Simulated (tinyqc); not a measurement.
# Elastic trap-assisted tunnelling through a dielectric: effect of the thickness at fixed voltage

Emitter at x = 0 (Fermi level 0), collector at x = t (Fermi level -V), band edge U(x) = phi - F x, F = V/t. A trap at x has the energy E = U(x) - Et. With G(u) = (4/(3 F)) sqrt(mo/C) max(u, 0)^1.5, C = hbar^2/(2 m0): S1 = G(phi - E) - G(Et), S2 = G(Et) - G(phi - V - E), T1,2 = exp(-S1,2). The steady rate through one trap is nu T1 T2 (f1 - f2)/(T1 + T2), f1 = f(E), f2 = f(E + V), f(y) = 1/(1 + exp(y/Vt)); both contacts offer states at E.

J = q Nt times the integral of the rate over x. Direct S = (4/(3 F)) sqrt(mo/C) [phi^1.5 - max(phi - V, 0)^1.5].

Values chosen for this exercise; dielectric values close to those of silicon dioxide:
```
symbol,value,unit,meaning
T,350,K,temperature
phi,3.01,eV,barrier above the emitter Fermi level
mo,0.49,m0,tunnelling mass
Et,2.72,eV,trap depth below the band edge of the dielectric
Nt,2e18,cm^-3,trap density
nu,1e13,1/s,attempt frequency
V,0.79,V,voltage
```

Constants: q = 1.602176634e-19 C, kB = 1.380649e-23 J/K, hbar = 1.054571817e-34 J s, m0 = 9.1093837015e-31 kg, Vt = kB T/q, hbar^2/(2 m0) = 0.0380998212 eV nm^2. Results are converted to the units shown.

Effect of the thickness at fixed voltage:
```
t (nm)  J (A/cm^2)  x of the peak over t  larger S there  direct S
2.5         0.0155                 0.481            14.8      29.0
3.4        7.88e-5                 0.481            20.1      39.4
4.4        2.20e-7                 0.481            26.0      51.0
5.3        1.10e-9                 0.481            31.3      61.4
6.2       5.49e-12                 0.481            36.6      71.8
7.1       2.73e-14                 0.481            41.9      82.3
8.1       7.55e-17                 0.481            47.8      93.9
9         3.76e-19                 0.481            53.1       104
```

What does the table show?

J falls from 0.0155 to 3.76e-19 A/cm^2, on average 2.56 decades a nanometre, against 5.03 for the direct exponent: trap-assisted leakage falls more slowly, so it gains on direct tunnelling as the layer thickens.

Range of the model: Phonon-assisted (inelastic) capture, chains of traps and a spread of trap depths are left out.

Computed by the program tinyqc: `OMP_NUM_THREADS=1 python tinyqc.py 2370103 2370104 out.jsonl`, one thread of a shared Intel Xeon 2.30GHz, about 0.04 s for the whole run.
